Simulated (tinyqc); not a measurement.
# Depletion-mode phase shifter in a rib waveguide and its Mach-Zehnder modulator: effects of single changes

A lateral p-n junction at x0 in a waveguide whose mode intensity is a Gaussian of rms width s about x = 0; p side at smaller x. Reverse bias removes carriers and raises the index. Abrupt junction, doping uniform over the whole mode, lumped electrode (no travelling-wave effects).

Values chosen for this exercise; values close to those of silicon near 1550 nm: wavelength lam = 1550 nm; relative permittivity of the semiconductor eps_r = 11.7; acceptor density Na = 3.3e17 cm^-3; donor density Nd = 1.7e18 cm^-3; built-in voltage Vb = 0.92 V; rms width of the lateral mode intensity s = 110 nm; junction offset towards the n side x0 = 60 nm; vertical confinement times ng/n G = 0.94; rib height hr = 310 nm; fringe capacitance Cf = 59 pF/m; series resistance Rs = 13.2 ohm mm; reverse bias V = 2 V; passive loss a0 = 1.8 dB/cm.

Constants: q = 1.602176634e-19 C, eps0 = 8.8541878128e-14 F/cm where lengths are in cm. Results are converted to the units shown.

Each table varies one quantity; the others keep the values above.

## Scaling both dopings

Free-carrier changes (empirical, N and P in cm^-3): |dn| = 8.5e-18 P^0.8 for holes, 8.8e-22 N for electrons; absorption 6e-18 P and 8.5e-18 N in 1/cm. W = sqrt(2 eps0 eps_r (Vb + V)(1/Na + 1/Nd)/q); edges xp = x0 - W Nd/(Na + Nd), xn = x0 + W Na/(Na + Nd); F(x) = [1 + erf(x/(sqrt(2) s))]/2. dneff = G {dn_h [F(xp(0)) - F(xp(V))] + dn_e [F(xn(V)) - F(xn(0))]}; VpiL = lam V/(2 dneff); loss = a0 + 4.343 G {a_h F(xp) + a_e [1 - F(xn)]} dB/cm at V; C = eps0 eps_r hr/W + Cf; fRC = 1/(2 pi Rs C). Nd = 5.151515152 Na in every row.

Scaling both dopings:

| Na (cm^-3) | dneff | VpiL (V cm) | loss (dB/cm) | VpiL x loss (V dB) | C (pF/m) | fRC (GHz) |
|---|---|---|---|---|---|---|
| 5e16 | 4.573e-5 | 3.390 | 3.291 | 11.16 | 165.9 | 72.66 |
| 9.4e16 | 8.223e-5 | 1.885 | 5.334 | 10.05 | 205.6 | 58.64 |
| 1.7e17 | 1.189e-4 | 1.304 | 9.376 | 12.23 | 256.2 | 47.06 |
| 3.3e17 | 1.603e-4 | 0.9671 | 18.69 | 18.08 | 333.7 | 36.13 |
| 6.1e17 | 2.011e-4 | 0.7706 | 35.95 | 27.70 | 432.5 | 27.88 |
| 1.1e18 | 2.460e-4 | 0.6301 | 67.23 | 42.36 | 560.6 | 21.51 |
| 2.1e18 | 3.057e-4 | 0.5070 | 132.7 | 67.26 | 752.0 | 16.03 |
| 4e18 | 3.810e-4 | 0.4068 | 259.2 | 105.5 | 1015 | 11.87 |

What does the table show?

As Na goes from 5e16 to 4e18 cm^-3, VpiL falls from 3.39 to 0.407 V cm, the loss rises from 3.29 to 259 dB/cm, their product goes from 11.2 through a minimum of 10.1 (at Na = 9.4e16 cm^-3 among the rows listed) to 105 V dB and fRC falls from 72.7 to 11.9 GHz. Rs is held fixed, though in a real device it falls with doping. For Na = 1.1e18 to 4e18 cm^-3 the peak field passes 0.7 MV/cm, near breakdown of such junctions.

## Effect of the donor density

Same model as above.

Effect of the donor density:

| Nd (cm^-3) | dneff | VpiL (V cm) | loss (dB/cm) | VpiL x loss (V dB) | C (pF/m) | fRC (GHz) |
|---|---|---|---|---|---|---|
| 5e16 | 5.0403e-5 | 3.0752 | 6.4627 | 19.874 | 167.90 | 71.812 |
| 9.4e16 | 6.9507e-5 | 2.2300 | 6.1747 | 13.770 | 200.36 | 60.179 |
| 1.7e17 | 9.1595e-5 | 1.6922 | 6.0662 | 10.265 | 234.05 | 51.514 |
| 3.3e17 | 1.1741e-4 | 1.3201 | 6.6302 | 8.7528 | 271.29 | 44.445 |
| 6.1e17 | 1.3803e-4 | 1.1230 | 8.5998 | 9.6572 | 300.84 | 40.078 |
| 1.1e18 | 1.5267e-4 | 1.0153 | 12.938 | 13.135 | 322.31 | 37.409 |
| 2.1e18 | 1.6313e-4 | 0.95019 | 22.627 | 21.500 | 338.09 | 35.663 |
| 4e18 | 1.6923e-4 | 0.91590 | 41.648 | 38.145 | 347.55 | 34.692 |

As Nd goes from 5e16 to 4e18 cm^-3, VpiL falls from 3.08 to 0.916 V cm, the loss goes from 6.46 through a minimum of 6.07 (at Nd = 1.7e17 cm^-3 among the rows listed) to 41.6 dB/cm, their product goes from 19.9 through a minimum of 8.75 (at Nd = 3.3e17 cm^-3 among the rows listed) to 38.1 V dB and fRC falls from 71.8 to 34.7 GHz. Rs is held fixed, though in a real device it falls with doping.

## Effect of the reverse bias

Same model as above.

Results:

| V (V) | dneff | VpiL (V cm) | loss (dB/cm) | VpiL x loss (V dB) | C (pF/m) | fRC (GHz) |
|---|---|---|---|---|---|---|
| 0.5 | 5.055e-5 | 0.7666 | 20.51 | 15.72 | 453.0 | 26.62 |
| 1.3 | 1.146e-4 | 0.8795 | 19.45 | 17.11 | 374.1 | 32.23 |
| 2.1 | 1.662e-4 | 0.9791 | 18.59 | 18.21 | 329.1 | 36.63 |
| 2.9 | 2.097e-4 | 1.072 | 17.87 | 19.14 | 299.2 | 40.30 |
| 3.6 | 2.428e-4 | 1.149 | 17.31 | 19.88 | 279.8 | 43.09 |
| 5.2 | 3.057e-4 | 1.318 | 16.22 | 21.39 | 248.8 | 48.47 |
| 6 | 3.319e-4 | 1.401 | 15.76 | 22.08 | 237.5 | 50.77 |

Estimate the missing row, V = 4.4 V.

Computed row:

| V (V) | dneff | VpiL (V cm) | loss (dB/cm) | VpiL x loss (V dB) | C (pF/m) | fRC (GHz) |
|---|---|---|---|---|---|---|
| 4.4 | 2.762e-4 | 1.235 | 16.74 | 20.66 | 262.5 | 45.93 |

With this row back in the table: As V goes from 0.5 to 6 V, VpiL rises from 0.767 to 1.40 V cm, the loss falls from 20.5 to 15.8 dB/cm, their product rises from 15.7 to 22.1 V dB and fRC rises from 26.6 to 50.8 GHz. dneff goes as V^(0.76) on average, slower than linearly since W grows as a square root. For V = 5.2 to 6 V the peak field passes 0.7 MV/cm, near breakdown of such junctions.

Numbers from tinyqc (`OMP_NUM_THREADS=1 python tinyqc.py 2650006 2650007 out.jsonl`; about 0.01 s on one thread of a shared Intel Xeon 2.30GHz).
